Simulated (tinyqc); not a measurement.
Worked calculation: bias-temperature instability from a Gaussian distribution of capture and emission barriers. Computed by tinyqc, a small Python program that keeps every step. Command: `OMP_NUM_THREADS=1 python tinyqc.py 3004689 3004690 out.jsonl bti walk`. One thread of a shared host (Intel(R) Xeon(R) Processor @ 2.30GHz), about 0.01 s of CPU time with the checks. Intermediate numbers are printed to about 6 digits and carried at full precision; extremes and crossings named in words are read from the listed rows.

Each trap has a capture time tau_0 exp(E_c/(k_B T)) under stress and an emission time tau_0 exp(E_e/(k_B T)) after it. E_c is Gaussian, and E_e = E_c + d with d Gaussian and independent. A trap counts as filled once t_s exceeds its capture time and as emptied once t_r exceeds its emission time.

Inputs (values chosen for the exercise, for a model p-channel transistor): shift with all traps filled V_max = 240 mV; mean capture barrier at zero field mu_c = 1.8 eV; spread of capture barriers sigma_c = 0.23 eV; lowering of mu_c per field k_F = 0.067 eV/(MV/cm); oxide field F = 5.2 MV/cm; mean of E_e - E_c at the stress field, delta = -0.018 eV; spread of E_e - E_c, sigma_d = 0.17 eV; time constant tau_0 = 2e-10 s; temperature T = 105 C; stress time t_s = 90 s; recovery time t_r = 0.3 s; failure criterion = 30 mV.

Constants: k_B = 8.617333262e-05 eV/K.

## Stress

Demarcation energies E_s = k_B T ln(t_s/tau_0), E_r = k_B T ln(t_r/tau_0); mean barrier mu = mu_c - k_F F; z = (E_s - mu)/sigma_c; Phi is the standard normal distribution. Temperatures in kelvin are T(C) + 273.15. Shift without recovery dV0 = V_max Phi(z); local time exponent n = d ln dV0/d ln t_s = (k_B T/sigma_c) exp(-z^2/2)/(sqrt(2 pi) Phi(z)); apparent activation energy n E_s.

E_s = 0.874376 eV

mean barrier mu = 1.4516 eV

z = -2.50967

shift without recovery dV0 = 1.45013 mV

time exponent n = 0.401175

apparent activation energy = 0.350778 eV

The stress has filled 0.60 % of the traps. The apparent energy 0.351 eV is only the share n of the barriers near 0.87 eV that are being crossed.

## Recovery

Remaining shift dV = V_max int_(-infinity)^(E_s) g(E_c) [1 - Phi((E_r - E_c - delta)/sigma_d)] dE_c, g the Gaussian density of E_c (Gauss-Legendre, 120 points over 7 sigma_c below E_s).

E_r = 0.688510 eV

remaining shift dV = 1.01535 mV

remaining share dV/dV0 = 0.700174

A measurement delay of t_r hides 30 % of the shift.

## Lifetime

Solve V_max Phi(z) = criterion for t_s; the power-law extrapolation from the stress point is t_s (criterion/dV0)^(1/n); 1 year = 3.15576e7 s.

log10 of the lifetime in s = 6.12098

log10 of the power-law estimate in s = 5.23389

The power law gives a time shorter by 0.89 decades, since n falls as traps fill; ten years is log10 = 8.50.

## What a measurement delay does to the time exponent

Columns: no delay, and delays of 1 us, 1 ms and 1 s.

Shift (mV):
```
t_s (s)   no delay     1 us     1 ms          1 s
1.00e+00    0.1978   0.1935   0.1564  6.50344e-02
1.00e+01    0.5745   0.5692   0.5061  2.75695e-01
1.00e+02    1.5126   1.5066   1.4170  9.51166e-01
1.00e+03    3.6144   3.6082   3.4980  2.72816e+00
1.00e+04    7.8521   7.8458   7.7236  6.65498e+00
1.00e+05   15.5408  15.5345  15.4071  1.41153e+01
1.00e+06   28.0941  28.0878  27.9586  2.65407e+01
1.00e+07   46.5377  46.5314  46.4018  4.49298e+01
```

Between 10 and 1000 s the apparent exponent is 0.399 without delay, 0.401 at 1 us, 0.420 at 1 ms and 0.498 at 1 s: a slow measurement loses more of a short stress than of a long one, which steepens the curve. Without delay the exponent falls from 0.463 to 0.219 over the table, so the growth is not a true power law. Caution: step-function filling and one Gaussian population are simplifications; real devices show several populations.

Checks made by the program: time exponent against a finite difference (relative difference below 1e-10).
